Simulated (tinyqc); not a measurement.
Rate against the binding of B: microkinetic model of a Langmuir-Hinshelwood surface reaction A + (1/2) B2 = AB with Bronsted-Evans-Polanyi barriers. Computed by tinyqc, a small Python program. Command: `OMP_NUM_THREADS=1 python tinyqc.py 3003771 3003772 out.jsonl microkin walk`. One thread of a shared host (Intel(R) Xeon(R) Processor @ 2.30GHz), about 0.01 s of CPU time with the checks.

A adsorbs in equilibrium; B2 dissociates irreversibly on two free sites; adsorbed A and B react irreversibly and AB leaves at once. theta_A + theta_B + theta_* = 1.

Inputs (values chosen for the exercise, for a model catalyst):
```
quantity                              value   unit
adsorption energy of A, E_A           -1.09     eV
entropy loss of A, S_A                  1.6  meV/K
entropy loss of B2, S_B                 1.5  meV/K
slope a1 of the dissociation barrier   0.72      -
intercept b1                            1.6     eV
slope a2 of the reaction barrier       0.38      -
intercept b2                           0.34     eV
pressure p_A                          0.028    bar
pressure p_B                          0.011    bar
temperature T                           825      K
```

Constants: k_B = 8.617333262e-05 eV/K; hbar = 6.582119569e-16 eV s.

Method. K_A = exp(-(E_A + T S_A)/(k_B T)) per bar; barriers E1 = max(b1 + a1 2 E_B, 0), E2 = b2 - a2 (E_A + E_B); k1 = (k_B T/h) exp(-S_B/k_B) exp(-E1/(k_B T)) per bar, k2 = (k_B T/h) exp(-E2/(k_B T)), h = 2 pi hbar. theta_A = K_A p_A theta_*; 2 k1 p_B theta_*^2 = k2 theta_A theta_B, so theta_B = w theta_* with w = 2 k1 p_B/(k2 K_A p_A); theta_* = 1/(1 + K_A p_A + w); rate r = k2 theta_A theta_B.

Changing E_B at fixed E_A:
```
E_B (eV)  E1 (eV)  E2 (eV)     theta_*     theta_A     theta_B  log10 r
-2.40           0   1.6662  1.2045e-04  1.3272e-07  9.9988e-01  -3.8204
-2.10           0   1.5522  5.9841e-04  6.5937e-07  9.9940e-01  -2.4280
-1.80           0   1.4382  2.9674e-03  3.2697e-06  9.9703e-01  -1.0372
-1.50           0   1.3242  1.4578e-02  1.6063e-05  9.8541e-01   0.3454
-1.25           0   1.2292  5.3285e-02  5.8713e-05  9.4666e-01   1.4712
-1.00        0.16   1.1342  6.6981e-01  7.3804e-04  3.2945e-01   2.6925
-0.75        0.52   1.0392  9.9808e-01  1.0998e-03  8.1563e-04   0.8398
-0.50        0.88   0.9442  9.9890e-01  1.1007e-03  1.3562e-06  -1.3587
-0.25        1.24   0.8492  9.9890e-01  1.1007e-03  2.2533e-09  -3.5579
0.00         1.60   0.7542  9.9890e-01  1.1007e-03  3.7437e-12  -5.7570
```

The rate is highest at E_B = -1 eV among these rows, where theta_B = 0.33. On the weak-binding side log10 r falls by 8.8 per eV, from the dissociation barrier (2 a1/(k_B T ln 10) = 8.8). On the strong-binding side B fills the surface and the rate falls again: the Sabatier volcano.

Extremes, crossings and ranges named in words are read from the listed rows.
